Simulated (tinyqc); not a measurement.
Landau levels of a parabolic two-dimensional band: sweeps and comparisons. A value that a table varies takes the place of the one given here.

E(N, s) = (N + 1/2) hbar wc + s gs muB B with s = +/-1/2.

In a field B along z: l = 1/sqrt((e/hbar) B) is the magnetic length, n_B = B/(h/e) the number of states per area in one level, hbar wc = 2 muB B/m for mass m in m0; 1/angstrom^2 = 1e16/cm^2.

Each listed level takes n_B electrons. At zero temperature and without broadening EF sits in the partly filled level.

Constants: hbar^2/2m0 = 3.80998211 eV angstrom^2; e/hbar = 1.519267448e-05 1/(T angstrom^2); h/e = 413566.7697 T angstrom^2; muB = 5.788381798e-05 eV/T.

Parameters, chosen for this exercise (near those of a two-dimensional electron gas in Ge (111); not measured data): m = 0.0801 m0 (mass); gs = 0.84 (g factor); gv = 1 (valleys); Bs = (2, 4, 6, 8, 10, 12, 15) T (fields); n = 2.9 x 1e11/cm^2 (electron sheet density); Bo = (2.1, 2.36, 2.68, 3.11, 3.69, 4.55, 5.92, 8.49, 15) T (fields); tilt = (0, 30, 50, 60, 68, 74, 80) degrees (tilt angles); Bp = 10.4 T (perpendicular component, kept fixed); B = 10.4 T (magnetic field).

## The fan of levels

The four lowest levels against B, with their labels in order.

Levels (meV):

| B (T) | first | second | third | fourth | order |
|---|---|---|---|---|---|
| 2.00 | 1.40 | 1.49 | 4.29 | 4.38 | 0- 0+ 1- 1+ |
| 4.00 | 2.79 | 2.99 | 8.57 | 8.77 | 0- 0+ 1- 1+ |
| 6.00 | 4.19 | 4.48 | 12.86 | 13.15 | 0- 0+ 1- 1+ |
| 8.00 | 5.59 | 5.98 | 17.15 | 17.54 | 0- 0+ 1- 1+ |
| 10.0 | 6.98 | 7.47 | 21.44 | 21.92 | 0- 0+ 1- 1+ |
| 12.0 | 8.38 | 8.96 | 25.72 | 26.31 | 0- 0+ 1- 1+ |
| 15.0 | 10.47 | 11.20 | 32.15 | 32.88 | 0- 0+ 1- 1+ |

What can be read from the table?

The fourth level grows as B^1.00 over the first two rows and B^1.00 over the last two (1 for a parabolic band without a fixed offset such as a valley splitting, 1/2 for massless Dirac electrons). The order of the levels does not change. The Zeeman gap is |gs| m/2 = 0.034 of hbar wc at every field.

## Oscillation of the Fermi level

Fixed density, zero temperature, no broadening. At B = 0, EF = 2 pi c n/(m gv) with c = hbar^2/2m0.

Filling:

| B (T) | nu | partly filled level | EF (meV) | filled share |
|---|---|---|---|---|
| 2.10 | 5.71 | 2+ | 7.64 | 0.71 |
| 2.36 | 5.08 | 2+ | 8.58 | 0.08 |
| 2.68 | 4.48 | 2- | 9.62 | 0.48 |
| 3.11 | 3.86 | 1+ | 6.82 | 0.86 |
| 3.69 | 3.25 | 1+ | 8.09 | 0.25 |
| 4.55 | 2.64 | 1- | 9.75 | 0.64 |
| 5.92 | 2.03 | 1- | 12.69 | 0.03 |
| 8.49 | 1.41 | 0+ | 6.34 | 0.41 |
| 15.0 | 0.80 | 0- | 10.47 | 0.80 |

EF at B = 0 = 8.67 meV

How do the results move?

EF runs between 6.3 and 12.7 meV around its zero-field value of 8.7 meV. It follows a level while that level empties and falls to the next one down when nu passes a filled shell; the partly filled level changes 5 times in this table.

## Tilting the field

The cyclotron gap follows Bp, the Zeeman gap the total field Bp/cos(theta): i = |gs| muB B/(hbar wc) = |gs| m/(2 cos theta). With f the fractional part of i the gaps alternate between f and 1 - f of hbar wc. The layer is taken as strictly two-dimensional and valley splitting is left out.

Gaps:

| theta (degrees) | B total (T) | i | f hbar wc (meV) | (1 - f) hbar wc (meV) |
|---|---|---|---|---|
| 0 | 10.40 | 0.034 | 0.506 | 14.525 |
| 30 | 12.01 | 0.039 | 0.584 | 14.447 |
| 50 | 16.18 | 0.052 | 0.787 | 14.244 |
| 60 | 20.80 | 0.067 | 1.011 | 14.020 |
| 68 | 27.76 | 0.090 | 1.350 | 13.681 |
| 74 | 37.73 | 0.122 | 1.835 | 13.196 |
| 80 | 59.89 | 0.194 | 2.912 | 12.119 |

How do the results move?

i = 1/2 (equal gaps) falls at theta = 86.1 degrees. i = 1 (levels of opposite spin coincide) falls at theta = 88.1 degrees. Over the table i grows from 0.034 to 0.194.

## What each parameter does

The second and third levels from below, nu = n/n_B, and EF. Each row changes one parameter from the base and keeps the others.

Results:

| case | second level (meV) | third level (meV) | nu | EF (meV) |
|---|---|---|---|---|
| base | 7.77 | 22.29 | 1.15 | 7.77 |
| B = 8.84 T | 6.60 | 18.95 | 1.36 | 6.60 |
| m = 0.0961 m0 | 6.52 | 18.54 | 1.15 | 6.52 |
| gs = 0.714 | 7.73 | 22.33 | 1.15 | 7.73 |
| n = 3.48 x 1e11/cm^2 | 7.77 | 22.29 | 1.38 | 7.77 |

How do the results move?

The largest shifts from the base row, up to three for each result and ties (the steps differ in size, so this ranks the rows, not the parameters). second level (meV): m -1.25, B -1.17, gs -0.04; unchanged at the printed digits by n. third level (meV): m -3.75, B -3.34, gs +0.04; unchanged at the printed digits by n. nu: n +0.23, B +0.20; unchanged at the printed digits by m and gs. EF (meV): m -1.25, B -1.17, gs -0.04; unchanged at the printed digits by n.

tinyqc: `OMP_NUM_THREADS=1 python tinyqc.py 1252470 1252471 out.jsonl`; about 0.01 s, one thread, shared Intel(R) Xeon(R) Processor @ 2.30GHz.
